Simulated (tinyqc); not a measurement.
# Capacitances against the line height

Endless row of lines of width wl, height tl and space sl between grounded planes at distance hd; e2 fills the gaps beside the lines, e1 the rest. Laplace's equation is solved on meshes of 3, 6 and 12 steps per unit u and extrapolated (Aitken), which is good to about 0.2 %. C_even (all lines at 1 V) is the capacitance Cg to the planes; C_odd (neighbours in antiphase) = Cg + 4 Cc if only nearest neighbours couple, which defines Cc; total with quiet neighbours Cg + 2 Cc. Plate values 2 eps0 e1 wl/hd and eps0 e2 tl/sl.

Inputs (values chosen for the exercise): relative permittivity above and below the lines e1 = 4.2; relative permittivity between the lines e2 = 2; line width, in units u wl = 6 u; space between lines sl = 6 u; distance to each plane hd = 6 u.

Constants: eps0 = 8.8541878128e-12 F/m. Results are converted to the units shown.

The same in every row: plate Cg (aF/um) = 74.4.

Results:
```
tl (u)	Cg (aF/um)	Cc (aF/um)	Cg + 2 Cc (aF/um)	C_odd (aF/um)	plate Cc (aF/um)	share of coupling, 2 Cc/(Cg + 2 Cc) (%)
2	129	15.2	159	190	5.90	19.1
6	132	26.4	185	237	17.7	28.6
8	132	32.2	197	261	23.6	32.7
12	132	44.0	220	308	35.4	39.9
16	132	55.8	244	355	47.2	45.7
```

Estimate the missing row, tl = 4 u.

Computed row:
```
tl (u)	Cg (aF/um)	Cc (aF/um)	Cg + 2 Cc (aF/um)	C_odd (aF/um)	plate Cc (aF/um)	share of coupling, 2 Cc/(Cg + 2 Cc) (%)
4	131	20.7	172	214	11.8	24.0
```

With this row back in the table: As tl goes from 2 to 16, Cg rises from 129 to 132 aF/um, Cc rises from 15.2 to 55.8 aF/um and the share of coupling rises from 19.1 to 45.7 %. Cg is 1.73 times its plate value in the first row and 1.78 times in the last; for Cc the ratios are 2.58 and 1.18. Neighbours in antiphase raise the load by a factor of 1.19 and 1.46 over quiet ones.

tinyqc, about 0.9 s, one thread, Intel Xeon 2.30GHz (shared host): `OMP_NUM_THREADS=1 python tinyqc.py 2790147 2790148 out.jsonl`
